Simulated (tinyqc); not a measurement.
# Nucleation and growth of vacancy voids in a cooling silicon-like crystal, step by step

A worked calculation. Computed by tinyqc, a small Python program that keeps every step. Command: `OMP_NUM_THREADS=1 python tinyqc.py 3000126 3000127 out.jsonl voids walk`. One thread of a shared host (Intel(R) Xeon(R) Processor @ 2.30GHz), about 0.5 s of CPU time with the checks. Intermediate numbers are printed to about 6 digits and carried at full precision; extremes and crossings named in words are read from the listed rows.

Spherical voids; vacancies are lost only to voids.

Inputs (values chosen for the exercise, for a model crystal): vacancy density at the melting point C_m = 7.2e+14 1/cm^3; formation energy E_f = 4.1 eV; melting point T_m = 1685 K; diffusion prefactor D0 = 0.0017 cm^2/s; migration energy E_m = 0.49 eV; site density rho = 5e+22 1/cm^3; void surface energy gamma = 0.954 J/m^2; cooling rate q = 5.4 K/min; vacancy excess C0 = 7.9e+13 1/cm^3; temperature of the worked step T = 1395 K; temperature step = 0.2 K.

Vacancy supply: given.

Constants: k_B = 8.617333262e-05 eV/K; k_B = 1.380649e-23 J/K; e = 1.602176634e-19 C.

## Vacancy excess

C = C0 as given.

initial excess C = 7.90e+13 1/cm^3

## Nucleation rate at T with the initial excess

C_e = C_m exp[-(E_f/k_B)(1/T - 1/T_m)]; D = D0 exp(-E_m/(k_B T)); f = k_B T ln(C/C_e); r* = 2 gamma/(rho f); W* = 16 pi gamma^3/(3 rho^2 f^2); Z = f/sqrt(12 pi W* k_B T); I = rho Z (4 pi r* D C) exp(-W*/(k_B T)).

C_e = 2.03256e+12 1/cm^3

D = 2.88539e-05 cm^2/s

driving force f = 0.439994 eV

critical radius r* = 0.541317 nm

W*/(k_B T) = 60.7971

rate I = 0.0233890 1/(cm^3 s)

Cooling by 10 K multiplies I by 540: nucleation switches on within a narrow range of temperature.

## Cooling through the nucleation range

March down from 1500 K in steps dT, dt = dT/q, with values at the upper end of each step: a class of I dt voids is born with r*; then all classes grow by r^2 += 2 D (C - C_e) dt/rho; C falls by the vacancies added to voids. Stop at 1150 K. T_n is the T of the largest I, N the final count (classes under 1e-6 /cm^3 are dropped), and the mean radius the number average.

Rows around the peak of I:
```
T (K)   C (1/cm^3)  C_e (1/cm^3)  I (1/(cm^3 s))  voids (1/cm^3)  mean radius (nm)
1395   7.90000e+13   2.03256e+12     2.33890e-02     3.44708e-01           11.0733
1385   7.89999e+13   1.58890e+12     1.26246e+01     2.22504e+02           11.7900
1375   7.89617e+13   1.23763e+12     2.57328e+03     5.39385e+04           12.5194
1370   7.85304e+13   1.09080e+12     2.41325e+04     5.85328e+05           13.0585
1367   7.71840e+13   1.01076e+12     6.26267e+04     1.94686e+06           13.8488
1365   7.50006e+13   9.60504e+11     7.95380e+04     3.55701e+06           14.9597
1363   7.12651e+13   9.12613e+11     6.14186e+04     5.20776e+06           16.8426
1361   6.60530e+13   8.66979e+11     2.70910e+04     6.22139e+06           19.4812
1359   5.99343e+13   8.23503e+11     7.17869e+03     6.58998e+06           22.4154
1356   5.03534e+13   7.62126e+11     4.45866e+02     6.68387e+06           26.2901
1353   4.13455e+13   7.05081e+11     1.22353e+01     6.68862e+06           29.1685
```

temperature of peak nucleation T_n = 1365 K

void density N = 6.68873e+06 1/cm^3

mean radius = 37.9846 nm

vacancies left at 1150 K = 4.21813e+09 1/cm^3

I rises as supersaturation builds and collapses once the first voids have drawn C down by 5 % at the peak. Nearly all the excess then goes into these voids: [3 C/(4 pi rho N)]^(1/3) = 38.3 nm.

## Cooling rate

The formulas are those given above.

At fixed C:
```
q (K/min)  T_n (K)   N (1/cm^3)  mean radius (nm)
0.54        1377.0  2.20304e+05           118.726
1.40        1372.2  9.04283e+05            74.098
2.70        1368.8  2.39398e+06            53.534
5.40        1365.0  6.68873e+06            37.985
11.00       1360.8  1.92018e+07            26.707
22.00       1356.4  5.36321e+07            18.949
54.00       1350.4  2.02740e+08            12.150
```

Over the rows N goes as q^1.48 and the radius as q^-0.49, near the 3/2 and -1/2 of the scaling argument (depletion time 1/(4 pi N r D) equal to the time in the nucleation range, at fixed N r^3). T_n drops only 27 K for a factor 100 in q. Fast cooling gives many small voids, which an anneal can dissolve.

## Vacancy excess varied

The formulas are those given above.

At fixed q:
```
C (1/cm^3)  T_n (K)   N (1/cm^3)  mean radius (nm)
3.20e+13     1318.6  1.34767e+07           22.2217
4.70e+13     1338.0  1.00026e+07           27.9155
7.90e+13     1365.0  6.68873e+06           37.9846
1.30e+14     1391.6  4.54881e+06           51.0293
2.00e+14     1415.2  3.26016e+06           65.8622
```

More vacancies nucleate earlier (T_n rises by 97 K) and give fewer, larger voids: N goes as C^-0.77 and the radius as C^0.59, steeper than the -1/2 and +1/2 of the scaling argument at fixed D, because D rises with T_n.

Checks made by the program: Z against the curvature of W(n) (relative difference below 1e-10); N against a run with half the step (relative difference 2e-03).
